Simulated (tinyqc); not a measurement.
Dopants and charged point defects at anneal temperature: Fermi-level effect, clustering and pairing: one step, computed by the program tinyqc. Command: `OMP_NUM_THREADS=1 python tinyqc.py 3025343 3025344 out.jsonl pairing walk`. One thread of a shared host (Intel(R) Xeon(R) Processor @ 2.30GHz), about 0.02 s of CPU time with the checks.

Boltzmann statistics and full ionisation of active dopants. Energies are counted from the valence band; the defect (a vacancy or self-interstitial) has five charge states, with all degeneracy factors one.

Problem. Charged defects. C_0 = N_s exp(S_f/k_B) exp(-H_f/k_B T). Ratios to the neutral state at E_F = E_i: r_+ = exp((E(+/0) - E_i)/k_B T), r_2+ = r_+ exp((E(2+/+) - E_i)/k_B T), r_- = exp((E_i - E(0/-))/k_B T), r_2- = r_- exp((E_i - E(-/2-))/k_B T); at other E_F state q scales as chi^(-q). The enhancement is sum r_q chi^(-q)/sum r_q. The charge on the defects is left out of neutrality.

Inputs (values chosen for the exercise, with bands modelled on InP):
```
quantity                                        value   unit
anneal temperature T                             1080      K
formation enthalpy of the neutral defect H_f      2.7     eV
formation entropy S_f                             2.5    k_B
site density N_s                              3.2e+22  cm^-3
```

Dopant: acceptor. Second part: clustering of the dopant.

defect levels as fractions of E_g(T): (2+/+), (+/0), (0/-), (-/2-): 0.16  0.33  0.51  0.82

E_g = 1.072604 eV

k_B T = 0.09306720 eV

n_i = 5.354526e+16 cm^-3

E_i = 0.6800906 eV

chi = 0.001684529

Give: neutral defects C_0; Charge states; all defects, doped; enhancement over intrinsic; mean charge.

Solution.

neutral defects C_0 = 9.805e+10 cm^-3

Charge states:
```
state    ratio r  intrinsic (cm^-3)  doped (cm^-3)
2+     1.275e-04          1.250e+07      4.404e+12
+      3.007e-02          2.948e+09      1.750e+12
0      1.000e+00          9.805e+10      9.805e+10
-      4.178e+00          4.096e+11      6.900e+08
2-     4.900e-01          4.805e+10      1.363e+05
```

all defects, doped = 6.253e+12 cm^-3

enhancement over intrinsic = 11.19

mean charge = 1.688 e

Doping leaves the neutral state alone and multiplies the total by 11.2; the most common state is 2+ (in intrinsic material -).
